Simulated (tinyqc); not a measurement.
Read current of a NAND string, cells in series solved by shooting: one step of the calculation.

Cells in series, numbered from 0 at the source line (0 V) to the bit line, each followed by a gap resistance Rg. A cell with gate Vg, threshold VT, source Vs and drain Vd passes I = 2 nf K Vt^2 [F(Vs) - F(Vd)]/(1 + th max(Vg - VT, 0)), F(V) = ln^2(1 + exp((Vg - VT - nf V)/(2 nf Vt))). The selected cell has Vg = Vr, the others Vg = Vp.

Task. Node voltages for a trial current. For a trial current I start at 0 V and, cell by cell (the selected one is cell 0), solve for the drain: sqrt(F(Vd)) = sqrt(F(Vs) - I/k), k = 2 nf K Vt^2/(1 + th max(Vg - VT, 0)), Vd = [Vg - VT - 2 nf Vt ln(exp(sqrt F) - 1)]/nf, then add I Rg.

Parameters, values chosen for the exercise; values of the order met in vertical NAND strings: temperature T = 300 K; gain factor of a cell K = 7.9 uA/V^2; slope factor nf = 2.1; mobility reduction factor th = 0.13 1/V; resistance of the gap between cells Rg = 9.1 kohm; bit-line voltage Vbl = 0.4 V; pass voltage Vp = 7.8 V; read voltage on the selected word line Vr = 1.95 V.

Constants: q = 1.602176634e-19 C, kB = 1.380649e-23 J/K, Vt = kB T/q. Results are converted to the units shown.

first trial current = 0.84 uA
thresholds from the source end, cell 0 to 3 (V): 1  -0.6  -0.6  4.3

Give: node voltage after each cell and gap, trial 1.

Result.

node voltage after each cell and gap, trial 1, cell 0 to 3 (V): 0.15871  0.19403  0.22960  0.28946

Numbers from tinyqc (`OMP_NUM_THREADS=1 python tinyqc.py 2142194 2142195 out.jsonl`; about 0.9 s on one thread of a shared Intel Xeon 2.30GHz).
